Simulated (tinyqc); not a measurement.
Static constant against the gap: interband optics of a two-band s-p chain from momentum matrix elements.

H(k) = [[Es - 2 ts cos ka, 2i V sin ka], [-2i V sin ka, Ep_ + 2 tp cos ka]] in the basis s, p; the lower band is full, with two electrons a cell. The velocity operator times hbar is W = dH/dk (eV angstrom); intra-atomic dipoles are left out.

With w(k) = |<c|W|v>|^2 and D(k) = Ec - Ev, on the mesh k_j = (j + 1/2)/N (2 pi/a): eps(E) = 1 + (8 pi e2/(a Ar)) mean_j (w/D^2) [1/(D - E - i eta) + 1/(D + E + i eta)], e2 = e^2/(4 pi eps0); light polarised along the chains, no local fields.

Constants: e^2/(4 pi eps0) = 14.39964547 eV angstrom; hbar^2/2m0 = 3.80998211 eV angstrom^2.

Parameters, chosen for this exercise: a = 4.19 angstrom (period); Ep_ = -3.28 eV (lower orbital (p)); ts = 0.21 eV (s-s hopping); tp = 0.22 eV (p-p hopping); V = 1.7 eV (s-p hopping); Ar = 10.8 angstrom^2 (cross-section per chain).

Es takes the values listed; mesh of 400 points; the Penn-type estimate is 1 + 8 pi c e2 n_eff/(a Ar Dm^2) with Dm the f-weighted mean of D, f = w/(c D), n_eff = 2 mean(f), c = hbar^2/2m0.

Results:
```
Es (eV)  smallest D (eV)  Dm (eV)  n_eff  eps(0)  estimate
3.23               5.650    7.088  6.160   4.989     4.736
3.53               5.950    7.377  5.998   4.563     4.358
4.03               6.450    7.859  5.742   3.978     3.832
4.53               6.950    8.342  5.502   3.515     3.409
5.53               7.950    9.307  5.066   2.840     2.782
6.53               8.950   10.275  4.684   2.386     2.352
8.53              10.950   12.219  4.052   1.840     1.827
```

eps(0) - 1 falls from 3.989 to 0.840, as Dm^-2.86; a fixed n_eff would give the power -2, and n_eff goes from 6.160 to 4.052. The single-gap estimate is low by 6.3 % of eps(0) - 1 in the first row and 1.6 % in the last, since 1/D^2 favours the smallest separations. n_eff need not equal the 2 electrons of the cell: a two-orbital basis with chosen hoppings does not obey the free-electron sum rule.

tinyqc: `OMP_NUM_THREADS=1 python tinyqc.py 1682264 1682265 out.jsonl`; about 0.01 s, one thread, shared Intel(R) Xeon(R) Processor @ 2.30GHz.
